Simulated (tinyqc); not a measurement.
Density of states of one tight-binding band on the simple cubic lattice: sweeps and comparisons. A value that a table varies takes the place of the one given here.

E(k) = -2 t (c1 + c2 + c3) - 4 t2 (c1 c2 + c2 c3 + c3 c1) with ci = cos(2 pi ki); k in fractions of the reciprocal vectors, mesh k_i = j/N with j = 0 .. N-1. Densities are per cell and per spin, so the band holds one state.

Each cube of the mesh, corners numbered 0 to 7 as the binary number (i j l), is cut into six tetrahedra around the diagonal 0-7: 0137, 0157, 0237, 0267, 0457, 0467. For corner energies e1 <= e2 <= e3 <= e4 and eij = ei - ej, the share of the tetrahedron below E is n = (E - e1)^3/(e21 e31 e41) for e1 < E < e2; n = [e21^2 + 3 e21 x + 3 x^2 - (e31 + e42) x^3/(e32 e42)]/(e31 e41) with x = E - e2 for e2 < E < e3; n = 1 - (e4 - E)^3/(e41 e42 e43) for e3 < E < e4; its density of states is g = dn/dE.

Gaussian broadening: g(E) = mean over the mesh of exp(-(E - E_k)^2/(2 sigma^2))/(sigma sqrt(2 pi)), n(E) = mean of erfc((E_k - E)/(sigma sqrt 2))/2.

Parameters, chosen for this exercise: t = 1.91 eV (nearest hopping); t2 = 0 eV (second hopping); N2 = 12 (mesh points along each axis in this comparison); sigma = 0.191 eV (Gaussian width); E = 4.98 eV (energy at which the density is wanted).

## Three ways to the same curve

N = N2 here; the reference is the linear method with N = 36.

g(E) (1/eV):
```
E (eV)  reference  linear tetrahedra  Gaussian, sigma  Gaussian, sigma/4  reference n(E)
-9.376      0.016              0.016            0.011              0.000           0.021
-7.292      0.027              0.027            0.044              0.001           0.065
-5.208      0.044              0.043            0.089              0.340           0.138
-3.125      0.076              0.076            0.086              0.000           0.265
-1.041      0.075              0.076            0.016              0.000           0.422
1.043       0.075              0.076            0.017              0.000           0.578
3.126       0.076              0.076            0.086              0.000           0.735
5.210       0.044              0.043            0.089              0.343           0.862
7.293       0.027              0.027            0.044              0.001           0.935
9.377       0.016              0.016            0.011              0.000           0.979
```

What does this show, and why?

Root-mean-square errors against the reference: 0.0007 for linear tetrahedra, 0.0343 for sigma and 0.1422 for sigma/4. The narrow Gaussian is worse than the wide one, because it resolves the separate mesh levels. The reference is highest at -3.125 and 3.126 eV of the energies listed, and half filling lies between -1.041 and 1.043 eV.

## Convergence with the mesh

At the energy E; the plain count is the share of mesh points below E; the reference is the linear method with N = 36.

Results:
```
N   points  g linear  n linear  g Gaussian  n Gaussian  n plain count
4       64    0.0471    0.8983      0.0000      0.8906         0.8906
6      216    0.0445    0.8728      0.0001      0.8472         0.8472
8      512    0.0449    0.8628      0.0324      0.8376         0.8418
12    1728    0.0464    0.8566      0.0504      0.8408         0.8374
16    4096    0.0458    0.8543      0.0594      0.8505         0.8450
20    8000    0.0462    0.8532      0.0462      0.8524         0.8506
```

reference n and g: 0.8519  0.0462

How do the results move?

The linear n(E) stays within 0.002 of the reference from N = 20 on. The Gaussian g still moves by more than 1 % between the last two meshes. At the last mesh it lies 0.000 1/eV from the reference g and the linear g 0.000. The plain count errs by -0.0013 at the last mesh.

## Critical points

The gradient vanishes at these points by symmetry; the signs of the eigenvalues of the second-derivative matrix give the type.

Critical points:
```
point                k    E (eV)  positive  negative     type
Gamma        (0, 0, 0)  -11.4600         3         0  minimum
X          (0.5, 0, 0)   -3.8200         2         1   saddle
M        (0.5, 0.5, 0)    3.8200         1         2   saddle
R      (0.5, 0.5, 0.5)   11.4600         0         3  maximum
```

How do the results move?

Gamma is a minimum at -11.460 eV: its contribution to g starts as a square root. X is a saddle at -3.820 eV: g has a square-root kink there. M is a saddle at 3.820 eV: g has a square-root kink there. R is a maximum at 11.460 eV: its contribution to g ends as a square root.

## What moves the count of states

Linear method and Gaussian sum with N = 14. Each row changes one parameter from the base and keeps the others.

Results:
```
case              n linear  g linear (1/eV)  n Gaussian  g Gaussian (1/eV)
base                0.8553           0.0458      0.8470             0.0706
t = 2.101 eV        0.8330           0.0477      0.8261             0.0233
E = 5.171 eV        0.8638           0.0435      0.8602             0.0640
sigma = 0.382 eV    0.8553           0.0458      0.8485             0.0526
t2 = 0.096 eV       0.8586           0.0530      0.8514             0.0840
```

What can be read from the table?

The largest shifts from the base row, up to three for each result and ties (the steps differ in size, so this ranks the rows, not the parameters). n linear: t -0.0223, E +0.0085, t2 +0.0034; unchanged at the printed digits by sigma. g linear (1/eV): t2 +0.0072, E -0.0023, t +0.0020; unchanged at the printed digits by sigma. n Gaussian: t -0.0209, E +0.0132, t2 +0.0044. g Gaussian (1/eV): t -0.0473, sigma -0.0180, t2 +0.0134.

Run: tinyqc, `OMP_NUM_THREADS=1 python tinyqc.py 1652755 1652756 out.jsonl`; Intel(R) Xeon(R) Processor @ 2.30GHz, one thread, shared host; about 0.2 s of CPU time with all checks.
